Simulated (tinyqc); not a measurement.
Inside a calculation. Model: dopant redistribution at a moving silicon-oxide interface during parabolic oxidation. Computed by tinyqc, a small Python program that keeps every step. Command: `OMP_NUM_THREADS=1 python tinyqc.py 3004533 3004534 out.jsonl segox walk`. One thread of a shared host (Intel(R) Xeon(R) Processor @ 2.30GHz), about 0.01 s of CPU time with the checks. Intermediate numbers are printed to about 6 digits and carried at full precision; extremes and crossings named in words are read from the listed rows.

Uniformly doped silicon is oxidised with x_ox = sqrt(B t); the interface advances into the silicon by alpha x_ox, alpha = 0.44. The dopant does not move in the oxide, and at the interface C(silicon) = m C(oxide).

Inputs (values chosen for the exercise, modelled on antimony in silicon under dry oxygen):

| quantity | value | unit |
|---|---|---|
| dopant prefactor D0 | 5.05 | cm^2/s |
| dopant activation energy E | 3.9 | eV |
| oxidation prefactor B0 | 833 | um^2/h |
| oxidation activation energy E_B | 1.21 | eV |
| segregation coefficient m = C(silicon)/C(oxide) | 11 | - |
| bulk doping C_B | 1.3e+17 | 1/cm^3 |
| temperature T | 1150 | C |
| time t | 2.8 | h |

Constants: k_B = 8.617333262e-05 eV/K.

## Rates

D = D0 exp(-E/(k_B T)), converted with 1 cm^2/s = 3.6e11 um^2/h; B = B0 exp(-E_B/(k_B T)); s = alpha sqrt(B/(4 D)), the interface advance over 2 sqrt(D t). Temperatures in kelvin are T(C) + 273.15.

D = 0.0280923 um^2/h

B = 0.0432207 um^2/h

s = 0.272882

oxide thickness = 0.347876 um

diffusion length 2 sqrt(D t) = 0.560922 um

Diffusion outruns the interface. Caution: parabolic growth needs an oxide much thicker than the Deal-Grove length A, which fails for thin films and low temperatures; oxidation-enhanced or retarded diffusion is ignored.

## Interface concentration

With the dopant diffusivity D and s = alpha x_ox/(2 sqrt(D t)), in the silicon C = C_B + (C_s - C_B) erfc(y/(2 sqrt(D t)))/erfc(s), y from the original surface. Dopant balance at the interface gives C_s/C_B = 1/[1 + (1/(m alpha) - 1) g], g = sqrt(pi) s exp(s^2) erfc(s).

g = 0.364515

ratio C_s/C_B = 1.40687

C_s in the silicon = 1.82893e+17 1/cm^3

concentration in the oxide = 1.66266e+16 1/cm^3

m alpha = 4.840: the oxide rejects dopant, which piles up in the silicon. For a very fast interface the ratio would tend to m alpha.

## Dose moved

Consumed silicon held alpha x_ox C_B; the oxide holds x_ox times the dopant concentration in the oxide; the difference is the excess in the silicon; 1 um = 1e-4 cm.

dopant in the consumed silicon = 1.98985e+12 1/cm^2

dopant in the oxide = 5.78401e+11 1/cm^2

excess in the silicon = 1.41145e+12 1/cm^2

## Profile below the interface

Depths z are counted from the present interface: y/(2 sqrt(D t)) = s + z/(2 sqrt(D t)); take z/(2 sqrt(D t)) = 0, 0.05, 0.1, 0.2, 0.3, 0.5, 0.75, 1, 1.5.

Profile:

| z/(2 sqrt(D t)) | z (um) | C/C_B |
|---|---|---|
| 0.00 | 0.000000 | 1.40687 |
| 0.05 | 0.028046 | 1.37685 |
| 0.10 | 0.056092 | 1.34778 |
| 0.20 | 0.112184 | 1.29293 |
| 0.30 | 0.168277 | 1.24302 |
| 0.50 | 0.280461 | 1.15958 |
| 0.75 | 0.420691 | 1.08609 |
| 1.00 | 0.560922 | 1.04178 |
| 1.50 | 0.841383 | 1.00708 |

## Temperature and segregation coefficient

The formulas are those given above.

C_s/C_B:

| T (C) | s | this m | m = 0.2 | m = 1/alpha | m = 10 |
|---|---|---|---|---|---|
| 850 | 5.10749 | 4.52451 | 0.089482 | 1 | 4.14415 |
| 900 | 2.82477 | 4.01500 | 0.092515 | 1 | 3.72271 |
| 950 | 1.63979 | 3.24728 | 0.099603 | 1 | 3.06775 |
| 1000 | 0.99345 | 2.49911 | 0.113178 | 1 | 2.40521 |
| 1050 | 0.62510 | 1.95858 | 0.135261 | 1 | 1.91088 |
| 1100 | 0.40683 | 1.61670 | 0.167146 | 1 | 1.59115 |
| 1150 | 0.27288 | 1.40687 | 0.209306 | 1 | 1.39212 |
| 1200 | 0.18807 | 1.27636 | 0.261209 | 1 | 1.26724 |

s falls from 5.11 to 0.188 as T rises, because diffusion has the larger activation energy (3.9 against 1.21 eV); the ratio for this m moves from 4.525 to 1.276, towards 1. At m = 1/alpha the oxide takes exactly what the silicon held, and nothing moves. The ratio does not depend on time, since both lengths grow as sqrt(t).

Checks made by the program: excess against the integral of the profile (relative difference below 1e-10).
